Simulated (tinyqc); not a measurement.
Inputs raised by 10 %, one at a time: gas flow in a process chamber: flow regimes, conductance, effective pumping speed, pump-down, outgassing and purge. Computed by tinyqc, a small Python program. Command: `OMP_NUM_THREADS=1 python tinyqc.py 3121122 3121123 out.jsonl pump sens`. One thread of a shared host (Intel(R) Xeon(R) Processor @ 2.30GHz), about 0.01 s of CPU time with the checks.

Ideal gas, isothermal flow, a pump of constant speed at the end of a round pipe; process gas, volume gas and outgassing are given the same properties. 1 sccm = 101325 Pa x 1e-6 m^3/60 s x T/273.15 K.

Inputs (values chosen for the exercise, modelled on nitrogen near room temperature):
```
quantity                   value            unit
molar mass M               28.01           g/mol
molecular diameter          0.37              nm
viscosity eta               17.8   micropascal s
temperature T                300               K
chamber volume V              71               L
wall area                    3.8             m^2
pipe diameter d              6.3              cm
pipe length l                110              cm
pump speed S                 250             L/s
process gas flow            1600            sccm
outgassing rate after 1 h  6e-07  Pa m^3/(s m^2)
outgassing exponent n        0.8               -
target base pressure       8e-06              Pa
```

Constants: k_B = 1.380649e-23 J/K; u = 1.6605390666e-27 kg.

Method:
- Mean speed c = sqrt(8 k_B T/(pi m)); aperture conductance C_a = c pi d^2/16; molecular pipe C_m = C_a/(1 + 3 l/(4 d)) (Dushman form); viscous pipe C_v = pi d^4 p_mean/(128 eta l); Knudsen interpolation C = C_v + C_m (1 + x)/(1 + 1.24 x), x = d p_mean sqrt(m/(k_B T))/eta.
- Effective speed 1/S_eff = 1/S + 1/C_m; time constant V/S_eff; pressure at which the free path k_B T/(sqrt2 pi d_m^2 p) equals d.
- Steady flow: the pump inlet is at p_2 = Q/S, and the chamber pressure p_1 solves Q = C((p_1 + p_2)/2) (p_1 - p_2). Residence time = p_1 V/Q.
- Knudsen number = free path at the mean pressure over d.
- From the outgassing limit: t = 1 h x (q_1 A/(S_eff p_target))^(1/n) - 10 s; monolayer time at the target = 1e19 m^-2 x 4 k_B T/(p c) for unit sticking.

Runs:
```
input moved                                  from       to  chamber pressure p_1 (Pa)  residence time (s)  time to the target (h)  conductance C (L/s)
base run                                        -        -                      20.56              0.4919                   22.25                341.5
molar mass M (g/mol)                        28.01   30.811                      20.58              0.4924                   23.48                340.7
chamber volume V (L)                           71     78.1                      20.56              0.5411                   22.25                341.5
pipe diameter d (cm)                          6.3     6.93                      18.27              0.4371                   16.30                463.8
pipe length l (cm)                            110      121                      21.24              0.5082                   24.61                316.7
pump speed S (L/s)                            250      275                      19.93              0.4769                   22.01                324.6
outgassing rate after 1 h (Pa m^3/(s m^2))  6e-07  6.6e-07                      20.56              0.4919                   25.07                341.5
outgassing exponent n                         0.8     0.88                      20.56              0.4919                   16.78                341.5
```

Exponents ln(y'/y) / ln(x'/x):
```
input                      chamber pressure p_1  residence time  time to the target  conductance C
molar mass M                              0.010           0.010               0.567         -0.024
chamber volume V                          0.000           1.000               0.000          0.000
pipe diameter d                          -1.240          -1.240              -3.262          3.212
pipe length l                             0.342           0.342               1.059         -0.791
pump speed S                             -0.325          -0.325              -0.114         -0.531
outgassing rate after 1 h                 0.000           0.000               1.250          0.000
outgassing exponent n                     0.000           0.000              -2.960          0.000
```

To which inputs is each result most sensitive?

Among the inputs moved here: chamber pressure p_1 answers most in size to pipe diameter d (exponent -1.240), next to pipe length l (+0.342); its exponent is below 0.0005 for chamber volume V, outgassing rate after 1 h, outgassing exponent n. Residence time answers most in size to pipe diameter d (exponent -1.240), next to chamber volume V (+1.000); its exponent is below 0.0005 for outgassing rate after 1 h, outgassing exponent n. Time to the target answers most in size to pipe diameter d (exponent -3.262), next to outgassing exponent n (-2.960); its exponent is below 0.0005 for chamber volume V. conductance C answers most in size to pipe diameter d (exponent +3.212), next to pipe length l (-0.791); its exponent is below 0.0005 for chamber volume V, outgassing rate after 1 h, outgassing exponent n.
